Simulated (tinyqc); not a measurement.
UHF in the 6-31g basis, for H3, spin multiplicity 2, step by step. One step of it, computed by the program tinyqc.

Task: Iteration 2: building the Fock matrix. J_ij = sum D_kl (ij|kl) with D = D(alpha) + D(beta), K_ij = sum D_kl (ik|jl) for each spin; F = H + J - K(s); E = tr D H + tr D J / 2 - 0.5 sum_s tr D(s) K(s) + E_nn.

D(alpha) after iteration 1:
```
           1H 1s      1H 2s     2H 1s      2H 2s      3H 1s      3H 2s
1H 1s   0.126705   0.292505  0.079402   0.088595   0.003903  -0.236547
1H 2s   0.292505   1.085722  0.088616   0.207200  -0.236514  -1.193515
2H 1s   0.079402   0.088616  0.071602   0.054903   0.059084   0.001117
2H 2s   0.088595   0.207200  0.054903   0.061965   0.001129  -0.169617
3H 1s   0.003903  -0.236514  0.059084   0.001129   0.146984   0.379987
3H 2s  -0.236547  -1.193515  0.001117  -0.169617   0.379987   1.462837
```

D(beta) after iteration 1:
```
          1H 1s     1H 2s     2H 1s     2H 2s     3H 1s     3H 2s
1H 1s  0.052783  0.048064  0.052804  0.048075  0.052775  0.048060
1H 2s  0.048064  0.043767  0.048083  0.043777  0.048057  0.043764
2H 1s  0.052804  0.048083  0.052824  0.048093  0.052796  0.048079
2H 2s  0.048075  0.043777  0.048093  0.043786  0.048068  0.043773
3H 1s  0.052775  0.048057  0.052796  0.048068  0.052768  0.048053
3H 2s  0.048060  0.043764  0.048079  0.043773  0.048053  0.043760
```

core Hamiltonian H = T + V (hartree):
```
           1H 1s      1H 2s      2H 1s      2H 2s      3H 1s      3H 2s
1H 1s  -1.325343  -1.175576  -0.638649  -0.831360  -0.637732  -0.830898
1H 2s  -1.175576  -1.326207  -0.831434  -1.111031  -0.830871  -1.110656
2H 1s  -0.638649  -0.831434  -1.325607  -1.175733  -0.638403  -0.831310
2H 2s  -0.831360  -1.111031  -1.175733  -1.326336  -0.831208  -1.110930
3H 1s  -0.637732  -0.830871  -0.638403  -0.831208  -1.325245  -1.175518
3H 2s  -0.830898  -1.110656  -0.831310  -1.110930  -1.175518  -1.326159
```

Two-electron integrals (ij|kl) in chemists' order, unique and non-zero (hartree):
```
(11|11) 1.076566   (21|11) 0.578470   (21|21) 0.329423   (22|11) 0.587396
(22|21) 0.361304   (22|22) 0.453150   (31|11) 0.212129   (31|21) 0.123517
(31|22) 0.139552   (31|31) 0.063285   (32|11) 0.243759   (32|21) 0.151602
(32|22) 0.192067   (32|31) 0.084314   (32|32) 0.130431   (33|11) 0.524669
(33|21) 0.335463   (33|22) 0.444446   (33|31) 0.212129   (33|32) 0.356016
(33|33) 1.076566   (41|11) 0.356016   (41|21) 0.203977   (41|22) 0.225880
(41|31) 0.084314   (41|32) 0.106458   (41|33) 0.243759   (41|41) 0.130431
(42|11) 0.410489   (42|21) 0.254874   (42|22) 0.326519   (42|31) 0.113216
(42|32) 0.167245   (42|33) 0.410489   (42|41) 0.167245   (42|42) 0.257982
(43|11) 0.335463   (43|21) 0.213013   (43|22) 0.282082   (43|31) 0.123517
(43|32) 0.203977   (43|33) 0.578470   (43|41) 0.151602   (43|42) 0.254874
(43|43) 0.329423   (44|11) 0.444446   (44|21) 0.282082   (44|22) 0.380704
(44|31) 0.139552   (44|32) 0.225880   (44|33) 0.587396   (44|41) 0.192067
(44|42) 0.326519   (44|43) 0.361304   (44|44) 0.453150   (51|11) 0.211706
(51|21) 0.123279   (51|22) 0.139297   (51|31) 0.052409   (51|32) 0.066917
(51|33) 0.151620   (51|41) 0.080010   (51|42) 0.104981   (51|43) 0.095201
(51|44) 0.121517   (51|51) 0.063063   (52|11) 0.243501   (52|21) 0.151451
(52|22) 0.191904   (52|31) 0.066972   (52|32) 0.095473   (52|33) 0.224638
(52|41) 0.099959   (52|42) 0.150438   (52|43) 0.141472   (52|44) 0.183963
(52|51) 0.084106   (52|52) 0.130264   (53|11) 0.151753   (53|21) 0.095291
(53|22) 0.121647   (53|31) 0.052467   (53|32) 0.080115   (53|33) 0.212015
(53|41) 0.066983   (53|42) 0.105106   (53|43) 0.123453   (53|44) 0.139483
(53|51) 0.052387   (53|52) 0.080073   (53|53) 0.063225   (54|11) 0.224650
(54|21) 0.141488   (54|22) 0.184008   (54|31) 0.066998   (54|32) 0.100021
(54|33) 0.243690   (54|41) 0.095493   (54|42) 0.150503   (54|43) 0.151561
(54|44) 0.192023   (54|51) 0.079999   (54|52) 0.128255   (54|53) 0.084258
(54|54) 0.130386   (55|11) 0.524347   (55|21) 0.335283   (55|22) 0.444297
(55|31) 0.151802   (55|32) 0.224737   (55|33) 0.524582   (55|41) 0.224677
(55|42) 0.357078   (55|43) 0.335414   (55|44) 0.444406   (55|51) 0.211706
(55|52) 0.355777   (55|53) 0.212015   (55|54) 0.355952   (55|55) 1.076566
(61|11) 0.355777   (61|21) 0.203842   (61|22) 0.225734   (61|31) 0.080112
(61|32) 0.099994   (61|33) 0.224660   (61|41) 0.128276   (61|42) 0.163153
(61|43) 0.141484   (61|44) 0.183973   (61|51) 0.084106   (61|52) 0.106297
(61|53) 0.066947   (61|54) 0.099946   (61|55) 0.243501   (61|61) 0.130264
(62|11) 0.410287   (62|21) 0.254752   (62|22) 0.326371   (62|31) 0.105122
(62|32) 0.150497   (62|33) 0.357035   (62|41) 0.163180   (62|42) 0.246266
(62|43) 0.225167   (62|44) 0.299189   (62|51) 0.112976   (62|52) 0.167067
(62|53) 0.105075   (62|54) 0.163154   (62|55) 0.410287   (62|61) 0.167067
(62|62) 0.257781   (63|11) 0.224733   (63|21) 0.141533   (63|22) 0.184044
(63|31) 0.080143   (63|32) 0.128334   (63|33) 0.355952   (63|41) 0.100030
(63|42) 0.163222   (63|43) 0.203941   (63|44) 0.225841   (63|51) 0.066907
(63|52) 0.099972   (63|53) 0.084258   (63|54) 0.106414   (63|55) 0.243690
(63|61) 0.095466   (63|62) 0.150473   (63|63) 0.130386   (64|11) 0.357067
(64|21) 0.225191   (64|22) 0.299236   (64|31) 0.105144   (64|32) 0.163230
(64|33) 0.410435   (64|41) 0.150518   (64|42) 0.246325   (64|43) 0.254842
(64|44) 0.326479   (64|51) 0.104973   (64|52) 0.163135   (64|53) 0.113152
(64|54) 0.167197   (64|55) 0.410435   (64|61) 0.150430   (64|62) 0.246245
(64|63) 0.167197   (64|64) 0.257928   (65|11) 0.335283   (65|21) 0.212913
(65|22) 0.281996   (65|31) 0.095324   (65|32) 0.141539   (65|33) 0.335414
(65|41) 0.141506   (65|42) 0.225200   (65|43) 0.212986   (65|44) 0.282059
(65|51) 0.123279   (65|52) 0.203842   (65|53) 0.123453   (65|54) 0.203941
(65|55) 0.578470   (65|61) 0.151451   (65|62) 0.254752   (65|63) 0.151561
(65|64) 0.254842   (65|65) 0.329423   (66|11) 0.444297   (66|21) 0.281996
(66|22) 0.380619   (66|31) 0.121695   (66|32) 0.184061   (66|33) 0.444406
(66|41) 0.184034   (66|42) 0.299253   (66|43) 0.282059   (66|44) 0.380681
(66|51) 0.139297   (66|52) 0.225734   (66|53) 0.139483   (66|54) 0.225841
(66|55) 0.587396   (66|61) 0.191904   (66|62) 0.326371   (66|63) 0.192023
(66|64) 0.326479   (66|65) 0.361304   (66|66) 0.453150
```

nuclear repulsion = 1.60471949 hartree

Give: Coulomb J; exchange K(alpha); exchange K(beta); F(alpha); F(beta); total energy of this density.

Result:

Coulomb J (hartree):
```
        1H 1s   1H 2s   2H 1s   2H 2s   3H 1s   3H 2s
1H 1s  1.7623  1.0704  0.4699  0.6983  0.4787  0.6997
1H 2s  1.0704  1.3317  0.6757  1.0398  0.7080  1.0536
2H 1s  0.4699  0.6757  1.6574  1.0189  0.4723  0.6761
2H 2s  0.6983  1.0398  1.0189  1.2934  0.7070  1.0436
3H 1s  0.4787  0.7080  0.4723  0.7070  1.8009  1.0894
3H 2s  0.6997  1.0536  0.6761  1.0436  1.0894  1.3458
```

exchange K(alpha) (hartree):
```
        1H 1s   1H 2s   2H 1s   2H 2s   3H 1s   3H 2s
1H 1s  0.5728  0.4782  0.3028  0.3722  0.2098  0.3126
1H 2s  0.4782  0.4898  0.3451  0.4240  0.3226  0.3987
2H 1s  0.3028  0.3451  0.4024  0.3751  0.2778  0.3290
2H 2s  0.3722  0.4240  0.3751  0.4264  0.3662  0.4173
3H 1s  0.2098  0.3226  0.2778  0.3662  0.6355  0.5162
3H 2s  0.3126  0.3987  0.3290  0.4173  0.5162  0.5132
```

exchange K(beta) (hartree):
```
        1H 1s   1H 2s   2H 1s   2H 2s   3H 1s   3H 2s
1H 1s  0.3659  0.3440  0.2574  0.3080  0.2571  0.3079
1H 2s  0.3440  0.3761  0.3080  0.3603  0.3078  0.3602
2H 1s  0.2574  0.3080  0.3661  0.3441  0.2573  0.3080
2H 2s  0.3080  0.3603  0.3441  0.3762  0.3079  0.3603
3H 1s  0.2571  0.3078  0.2573  0.3079  0.3658  0.3439
3H 2s  0.3079  0.3602  0.3080  0.3603  0.3439  0.3760
```

F(alpha) (hartree):
```
         1H 1s    1H 2s    2H 1s    2H 2s    3H 1s    3H 2s
1H 1s  -0.1358  -0.5834  -0.4716  -0.5053  -0.3688  -0.4438
1H 2s  -0.5834  -0.4844  -0.5008  -0.4953  -0.4455  -0.4558
2H 1s  -0.4716  -0.5008  -0.0706  -0.5320  -0.4439  -0.4843
2H 2s  -0.5053  -0.4953  -0.5320  -0.4594  -0.4904  -0.4846
3H 1s  -0.3688  -0.4455  -0.4439  -0.4904  -0.1598  -0.6024
3H 2s  -0.4438  -0.4558  -0.4843  -0.4846  -0.6024  -0.4936
```

F(beta) (hartree):
```
         1H 1s    1H 2s    2H 1s    2H 2s    3H 1s    3H 2s
1H 1s   0.0710  -0.4492  -0.4261  -0.4411  -0.4161  -0.4391
1H 2s  -0.4492  -0.3706  -0.4638  -0.4316  -0.4307  -0.4173
2H 1s  -0.4261  -0.4638  -0.0343  -0.5010  -0.4234  -0.4633
2H 2s  -0.4411  -0.4316  -0.5010  -0.4091  -0.4321  -0.4277
3H 1s  -0.4161  -0.4307  -0.4234  -0.4321   0.1099  -0.4300
3H 2s  -0.4391  -0.4173  -0.4633  -0.4277  -0.4300  -0.3564
```

total energy of this density = -1.471394 hartree
